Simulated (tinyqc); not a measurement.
Thin (001) film in sp3s* tight binding with raised dangling bonds: sweeps and comparisons. A value that a table varies takes the place of the one given here.

Planes alternate anion (a), cation (c) along [001], a/4 apart, starting with an anion; zero in-plane momentum; levels counted from the bulk Ev, the lower root of [[Epa, Vxx], [Vxx, Epc]]; no spin-orbit coupling. Block of s, pz, s*: from an anion to the cation above, Vss/2 (s,s), Vsapc/2 (s,z), -Vscpa/2 (z,s), Vxx/2 (z,z), Vxapc/2 (s*,z), -Vpaxc/2 (z,s*); to the cation below the same with the s-z and s*-z signs reversed. Block of u = (px + py)/sqrt2 and v = (px - py)/sqrt2: to the cation above (Vxx + Vxy)/2 for u and (Vxx - Vxy)/2 for v, to the cation below the reverse. Each surface atom has two dangling sp3 hybrids; raising both by dl adds (dl/2) [[1, t], [t, 1]] to its s, pz levels (t = -1 at the bottom face, +1 at the top) and dl to the one of u, v in whose plane the missing bonds lie (v for a bottom anion or a top cation, u for a top anion).

Values chosen for the exercise (near a published set for Ge, fitted to gaps, whose masses and valley positions are rough; the L valleys, lowest in Ge, lie off zero in-plane momentum and are not seen; shifted at random, so the results belong to these values and not to a real crystal):
```
symbol  value                                                                                           unit      meaning
p       (-5.881, 1.605, -5.881, 1.605, 6.365, 6.365, -6.816, 1.625, 4.925, 5.427, 5.427, 5.279, 5.279)  eV        order Esa, Epa, Esc, Epc, Exa, Exc, Vss, Vxx, Vxy, Vsapc, Vscpa, Vxapc, Vpaxc
Nw      26                                                                                                        planes in the thicker film
a       5.657                                                                                           angstrom  lattice constant
dp      30                                                                                              eV        value of dl for the passivated films
Ns      (6, 10, 16, 20, 22, 30, 50, 64)                                                                           numbers of planes
N0      18                                                                                                        first number of planes
```

## States in the gap of a film

edges (eV): Gamma 0.95500, Delta 0.73056

Levels between 0 and the lower bulk edge, the largest weight on the two outer planes of both faces among them, and the nearest levels outside, for several shifts dl.

Film of Nw planes:
```
dl (eV)  levels in the gap       at (eV)  surface weight  next above (eV)  next below (eV)
0                        1         0.120            0.33           0.7595          -0.0714
1                        2  0.121, 0.315            0.48           0.7595          -0.0714
2                        2  0.391, 0.557            0.47           0.7596          -0.0714
3                        1         0.617            0.39           0.7473          -0.0714
5                        0             -               -           0.7587          -0.0714
10                       0             -               -           0.7594          -0.0714
30                       0             -               -           0.7594          -0.0714
100                      0             -               -           0.7594          -0.0714
```

Can the levels of the bare film be read as confined subbands?

No: with bare surfaces (dl = 0) 1 level lies in the bulk gap, with up to 33 % of the weight on the four outer planes, two a face, where an even spread gives 15 %; these are dangling-bond states, not subbands. The reruns show the bulk gap clear from dl = 5 eV on, and at dl = 30 eV the next level above lies 0.0 meV from its value at 100 eV.

## Gap against thickness

Passivated films (finite dp, so levels can still be some meV from their limit), thickness N a/4. Highest level below mid-gap (either block) and the two lowest above it. The exponents are -d ln(shift)/d ln N between the sixth and the last film, for the valence level and for the mean of the two conduction levels.

Levels (eV):
```
N   thickness (angstrom)      Ev1     Ec1     Ec2     gap
6                   8.49  -0.6005  1.1102  1.1478  1.7107
10                 14.14  -0.3141  0.8903  0.9099  1.2044
16                 22.63  -0.1576  0.8031  0.8039  0.9608
20                 28.29  -0.1105  0.7767  0.7802  0.8872
22                 31.11  -0.0945  0.7691  0.7723  0.8635
30                 42.43  -0.0558  0.7521  0.7531  0.8079
50                 70.71  -0.0223  0.7386  0.7388  0.7609
64                 90.51  -0.0141  0.7355  0.7356  0.7496
```

exponents: valence 1.81, conduction 1.95

The gap is 1.711 eV at 8.5 angstrom and 0.750 eV at 90.5, against 0.731 eV in the bulk along this line. At 20 planes the conduction side gives 46 meV of the widening and the valence side 111 meV. A hard-walled parabolic band has exponent 2; departures come from the offset between N a/4 and the effective width, from non-parabolicity and from the termination (odd and even N end differently: in the direction of the bond rows at the two faces and, in a compound, in the kind of atom), which also makes single steps in N uneven. Ec1 and Ec2 are the doublet of the two Delta valleys along the normal.

## Valley splitting plane by plane

kz of the minimum = 0.81173 2 pi/a

Ten passivated films from N0 planes on; the phase is N pi k0/2 modulo pi, k0 the position of the bulk minimum.

Lowest doublet:
```
N   phase/pi  mean shift (meV)  splitting (meV)
18     0.306             58.58            3.348
19     0.711             52.96            3.316
20     0.117             47.89            3.557
21     0.523             43.67            0.174
22     0.929             40.11            3.226
23     0.335             36.73            1.214
24     0.741             33.84            1.620
25     0.147             31.37            2.021
26     0.552             29.06            0.406
27     0.958             27.01            1.690
```

The splitting ranges from 0.17 meV (N = 21) to 3.56 meV (N = 20), while the mean shift goes from 59 to 27 meV and falls steadily. The splitting changes direction 7 times in these ten films, and one plane more changes it by up to 3.38 meV: it hangs on the phase between the two faces, which is why atomic steps matter.

## What each change does

A film of Nw planes with shift dp: highest level below mid-gap (half the lower bulk edge) and the two lowest above. Each row changes one parameter from the base and keeps the others.

Results:
```
case        Ev1 (eV)  Ec1 (eV)  Ec2 (eV)
base         -0.0714    0.7594    0.7598
Nw = 28      -0.0629    0.7554    0.7561
dp = 15 eV   -0.0714    0.7594    0.7597
```

The largest shifts from the base row, up to three for each result and ties (the steps differ in size, so this ranks the rows, not the parameters). Ev1 (eV): Nw +0.0085; unchanged at the printed digits by dp. Ec1 (eV): Nw -0.0040; unchanged at the printed digits by dp. Ec2 (eV): Nw -0.0037, dp -0.0001. An odd change of Nw also changes which atoms end the film, so levels need not move as thickness alone would move them; the row for dp shows how far the passivation is from converged.

(tinyqc, `OMP_NUM_THREADS=1 python tinyqc.py 1482730 1482731 out.jsonl`, Intel(R) Xeon(R) Processor @ 2.30GHz, 1 thread, shared host, about 0.4 s.)
